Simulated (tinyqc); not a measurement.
Incorporation against temperature: precursor delivery by bubblers, mass-transport growth and the solid composition of a III-V alloy. Computed by tinyqc, a small Python program. Command: `OMP_NUM_THREADS=1 python tinyqc.py 3027339 3027340 out.jsonl movpe_thermo walk`. One thread of a shared host (Intel(R) Xeon(R) Processor @ 2.30GHz), about 0.01 s of CPU time with the checks.

1 sccm = 44.615 micromol/min; 1 torr = 133.322 Pa. The sources decompose fully at the surface.

Inputs (values chosen for the exercise, modelled on trimethylgallium (source 1) and trimethylindium (source 2) for the vapour pressures):

| quantity | value | unit |
|---|---|---|
| bath temperature T1 | 268 | K |
| bath temperature T2 | 305 | K |
| bubbler pressure p_b | 1400 | torr |
| carrier flow F1 | 13 | sccm |
| carrier flow F2 | 57 | sccm |
| total flow F_t | 25 | slm |
| group-V flow F_V | 340 | sccm |
| reactor pressure p | 40 | torr |
| growth temperature T | 820 | K |
| diffusivity at 273 K and 760 torr | 0.3 | cm^2/s |
| flow cross-section A | 29 | cm^2 |
| distance from the leading edge z | 11 | cm |
| lattice constant a | 5.91 | angstrom |
| interaction L0 of the solid | 19.2 | kJ/mol |
| log10 of p_B,eq over pure BC at 1000 K and 1 torr of group V (exaggerated: liquid indium has about -4.1) | -3.9 | log10 torr |
| enthalpy of that equilibrium H | 309 | kJ/mol |

Alloy: mixing on the group-III sites, with desorption of B.

constants a, b of source 1 (log10 torr, K): 8.083  1703

constants a, b of source 2 (log10 torr, K): 10.49  3014

Constants: k_B = 1.380649e-23 J/K; R = 8.314462618 J/(mol K).

Method:
- log10 p_v = a - b/T_bath; molar flow = F x 44.615 x p_v/(p_b - p_v) for a saturated bubbler.
- p_i = p n_i/(44615 F_t), F_t in slm; p_V = p F_V/(1000 F_t), counted per molecule supplied; V/III = 44.615 F_V/(n1 + n2); vapour fraction of source 2 = n2/(n1 + n2).
- Mean velocity u = (F_t/A)(760/p)(T/273); D = D0 (T/273)^1.75 (760/p); boundary layer delta = sqrt(pi D z/u); flux = D dp/(delta k_B T); growth rate = flux x a^3/4.
- A sticks fully. B desorbs: its surface pressure is p_B* = x gamma_B K/sqrt(p_V), ln gamma_B = L0 (1 - x)^2/(R T), K = 10^(log10 K at 1000 K) exp[-(H/R)(1/T - 1/1000)], p_V in torr. With equal diffusivities x = (p_2 - p_B*)/(p_1 + p_2 - p_B*). Growth rate = rate per torr x p_1/(1 - x).

p_2 = 2.64947e-04 torr

K/sqrt(p_V) = 4.88914e-08 torr

p_V = 0.544 torr

vapour fraction of source 2 = 0.242688

p_1 = 8.26773e-04 torr

At fixed flows:

| T (K) | K/sqrt(p_V) (torr) | x | share of B incorporated, 1 - p_B*/p_2 |
|---|---|---|---|
| 874 | 8.0418e-07 | 0.24207 | 0.99665 |
| 915 | 5.4055e-06 | 0.23880 | 0.97897 |
| 952 | 2.6207e-05 | 0.22472 | 0.90448 |
| 980 | 7.9948e-05 | 0.18980 | 0.73103 |
| 1012 | 2.6521e-04 | 0.10235 | 0.35579 |
| 1043 | 7.8998e-04 | 0.03789 | 0.12290 |
| 1080 | 2.6778e-03 | 0.01181 | 0.03728 |
| 1133 | 1.3392e-02 | 0.00258 | 0.00808 |

What follows from these numbers?

x equals the vapour fraction 0.243 while gamma_B K/sqrt(p_V) is small against p_1 + p_2 = 0.0011 torr and falls once it is not. Between the last rows the apparent energy R d ln x/d(1/T) is 292 kJ/mol, against H = 309. Caution: x lies inside the spinodal of the bulk alloy, 2 L0 x (1 - x) > R T; only kinetics or coherency strain keep such a layer uniform.
